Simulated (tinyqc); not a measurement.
From results back to parameters: strained quantum well: band edges, subbands and transparency. Three cases, with inputs chosen for the exercise.

Problem. In a thick strained layer the gaps to heavy and light holes are Ec - E_HH and Ec - E_LH. They were computed from hidden e and Eg.

Growth on (001), barriers unstrained: tr(e) = e (2 - nu2), Z = b e (1 + nu2); Ec = Ev + Eg + ac tr(e), E_HH = Ev + av tr(e) + Z, E_LH = Ev + av tr(e) - Z (coupling to the split-off band left out).

Case 1.

Values chosen (near those of an InGaAs/AlGaAs well; the results hold for these values, not for the real material): nu2 = 0.952 (2 C12/C11); ac = -6.73 eV; av = 1.13 eV (Ev moves by av tr(e)); b = -1.96 eV (shear potential).

Ec - E_HH, Ec - E_LH (eV): 1.18129  1.29454

Case 2.

Values chosen (near those of an InGaAs/InP well; the results hold for these values, not for the real material): nu2 = 1.003 (2 C12/C11); ac = -5.98 eV; av = 1.07 eV (Ev moves by av tr(e)); b = -1.89 eV (shear potential).

Ec - E_HH, Ec - E_LH (eV): 0.68978  0.70795

Case 3.

Values chosen (near those of a GaAsP/AlGaAs well; the results hold for these values, not for the real material): nu2 = 0.918 (2 C12/C11); ac = -7.36 eV; av = 1.26 eV (Ev moves by av tr(e)); b = -1.93 eV (shear potential).

Ec - E_HH, Ec - E_LH (eV): 1.60844  1.56031

Find: Z; e; Eg.

Solution. Half of (Ec - E_LH) - (Ec - E_HH) is Z, which gives e; the mean is Eg + (ac - av) tr(e).

Case 1.

Z = 0.0566 eV
e = -0.0148
Eg = 1.116 eV

Case 2.

Z = 0.0091 eV
e = -0.0024
Eg = 0.682 eV

Case 3.

Z = -0.0241 eV
e = 0.0065
Eg = 1.645 eV

Computed by tinyqc, one run a case: `OMP_NUM_THREADS=1 python tinyqc.py N N+1 out.jsonl` with N = 1250025, 1250072, 1250115; one thread of a shared Intel(R) Xeon(R) Processor @ 2.30GHz, about 0.01 s a run at most.
